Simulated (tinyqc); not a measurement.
Ideality, saturation current and resistance from three points.

Problem. Well above the saturation current a diode obeys V = n Vt ln(I/I0) + I Rs. Find n, Rs and I0.

Parameters, values chosen for the exercise: temperature T = 325 K.

Constants: q = 1.602176634e-19 C, kB = 1.380649e-23 J/K, Vt = kB T/q. Results are converted to the units shown.

currents (A): 1e-6  0.0003  0.04
voltages (V): 0.65323475  0.92644071  1.3777432

Solution. V is linear in the three unknowns n Vt, Rs and -n Vt ln I0, so three points give a linear system.

n = 1.70
Rs = 5.50 ohm
I0 = 1.10e-12 A

Program tinyqc, `OMP_NUM_THREADS=1 python tinyqc.py 2260108 2260109 out.jsonl`; Intel Xeon 2.30GHz, shared host, one thread, about 0.01 s.
